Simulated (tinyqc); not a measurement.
Scan in temperature at fixed frequency: admittance spectroscopy and thermally stimulated current of one trap level in a depletion layer. Computed by tinyqc, a small Python program. Command: `OMP_NUM_THREADS=1 python tinyqc.py 3112604 3112605 out.jsonl admit walk`. One thread of a shared host (Intel(R) Xeon(R) Processor @ 2.30GHz), about 0.01 s of CPU time with the checks.

A Schottky junction on n-type material holds one donor-like electron trap; shallow donors are fully ionised and abrupt depletion edges are assumed.

Inputs (values chosen for the exercise, modelled on n-type silicon): dielectric constant eps = 11.6; density-of-states mass m = 1.11 m_0; shallow doping N = 2.2e+15 1/cm^3; trap density N_t = 1.7e+14 1/cm^3; trap depth E_t below the band = 0.558 eV; capture cross section sigma = 7.5e-15 cm^2; band bending V_b = 1 V; test frequency f = 700000 Hz.

Constants: k_B = 1.380649e-23 J/K; m_0 = 9.1093837015e-31 kg; h = 6.62607015e-34 J s; k_B = 8.617333262e-05 eV/K; eps_0 = 8.8541878128e-12 F/m; e = 1.602176634e-19 C.

Method:
- N_c = 2 (2 pi m k_B T/h^2)^(3/2), v_th = sqrt(3 k_B T/m), emission rate e_n = sigma v_th N_c exp(-E_t/(k_B T)).
- Where the level crosses the Fermi level capture equals emission, so the trap follows the signal with the rate 2 e_n; G/omega peaks at omega = 2 e_n (the correction for large N_t/N is left out).
- Solve 2 e_n(T_p) = 2 pi f.
- With E_c - E_F = k_B T_p ln(N_c/N): lambda = sqrt(2 eps eps_0 (E_t - (E_c - E_F))/(e^2 N)); traps are empty and charged for x < x_t = w - lambda, and V_b = e (N w^2 + N_t x_t^2)/(2 eps eps_0). High frequency: C_hf = eps eps_0/w. Low frequency: C_lf = eps eps_0 (N + N_t)/(N w + N_t x_t).
- With x = omega/(2 e_n): C = C_hf + (C_lf - C_hf)/(1 + x^2), G/omega = (C_lf - C_hf) x/(1 + x^2); C_hf and C_lf are held at their values at T_p.

peak temperature T_p = 440.824 K

C_hf = 13.6255 nF/cm^2

C_lf = 14.0529 nF/cm^2

Admittance:
```
T (K)  omega/(2 e_n)  C (nF/cm^2)  G/omega (nF/cm^2)
387.9         9.5824       13.630            0.04412
405.6         4.2300       13.648            0.09568
418.8         2.3988       13.689            0.15178
432.0         1.4056       13.769            0.20187
440.8         1.0009       13.839            0.21368
449.6         0.7217       13.907            0.20280
462.9         0.4501       13.981            0.15995
480.5         0.2503       14.028            0.10064
502.5         0.1268       14.046            0.05335
```

What follows from these numbers?

The peak of G/omega is half the step, 0.214 nF/cm^2. Its full width is near 2 ln(2 + sqrt3) k_B T_p^2/(E_t + 2 k_B T_p) = 69.6 K.

Extremes, crossings and ranges named in words are read from the listed rows.
